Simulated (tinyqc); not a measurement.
Where a trap does most harm: tunnelling through a thin dielectric with one trap, as a tight-binding chain.

Hopping -t everywhere, t = c/(m a^2), c = hbar^2/2m0; lead sites at 2t (band bottom 0), barrier sites 1 to N at 2t + phi, and site j has U besides. No voltage. Leads give S = -t exp(ika) on sites 1 and N, cos(ka) = 1 - E/(2t). T = (2 t sin(ka))^2 |G_1N|^2, G = (E - H - S)^-1. In the barrier cosh(q a) = 1 + (phi - E)/(2t).

Resonance: the lowest eigenvalue of H + S(E), iterated until its real part equals E (40 rounds from Eb = phi + 2t - sqrt(4t^2 + U^2), the level in an endless barrier). With v the normalised squared amplitudes of that state, Gamma_L = 2 t sin(ka) v_1, Gamma_R = 2 t sin(ka) v_N; Breit-Wigner T = Gamma_L Gamma_R/((E - Er)^2 + (Gamma_L + Gamma_R)^2/4).

Constants: hbar^2/2m0 = 3.80998211 eV angstrom^2.

Parameters, chosen for this exercise (barrier and mass of the size used for HfO2 on silicon; not measured data): a = 2.5 angstrom (site spacing); m = 0.22 m0 (mass, the same in leads and barrier); phi = 1.59 eV (conduction edge of the barrier above that of the leads); N = 9 (barrier sites); U = -3.8 eV (extra energy on the trap site).

The trap is moved through the barrier. The area under the resonance, 2 pi Gamma_L Gamma_R/(Gamma_L + Gamma_R), sets the current through it.

Against position:

| j | Er (eV) | Gamma_L (meV) | Gamma_R (meV) | peak | area (meV) |
|---|---|---|---|---|---|
| 3 | 0.3649 | 140 | 0.784 | 0.0222 | 4.90 |
| 4 | 0.4000 | 42.0 | 3.22 | 0.265 | 18.8 |
| 5 | 0.4062 | 11.9 | 11.9 | 1.00 | 37.3 |
| 6 | 0.4000 | 3.22 | 42.0 | 0.265 | 18.8 |
| 7 | 0.3649 | 0.784 | 140 | 0.0222 | 4.90 |

The area is largest at j = 5 (37.3 meV) and 7.61 times smaller at j = 3: the slower of the two steps limits the current, so traps in the middle carry most. Each site towards a lead multiplies its width by about 3.54, close to exp(2 q a) = 3.60 at Eb.

(tinyqc, `OMP_NUM_THREADS=1 python tinyqc.py 1451865 1451866 out.jsonl`, Intel(R) Xeon(R) Processor @ 2.30GHz, 1 thread, shared host, about 0.04 s.)
